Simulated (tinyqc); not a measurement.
## Germanium share from the critical thickness

Inverse problem. Critical thickness (Matthews-Blakeslee, 60-degree dislocations): h = bv (1 - nu/4)[ln(h/bv) + 1]/(4 pi e_par (1 + nu)), nu = c12/(c11 + c12). e_par = b1 x. Find e_par and x.

Parameters, values chosen for the exercise:
```
symbol   value  unit                      meaning
b1      0.0418        lattice mismatch per unit x
c11        167   GPa             elastic constant
c12       63.8   GPa             elastic constant
bv       0.384    nm               Burgers vector
```

critical thickness = 5.6075332 nm

Answer. For given h the relation is explicit in the strain.

e_par = 1.463 %
x = 0.3500

tinyqc, about 0.01 s, one thread, Intel Xeon 2.30GHz (shared host): `OMP_NUM_THREADS=1 python tinyqc.py 2530097 2530098 out.jsonl`
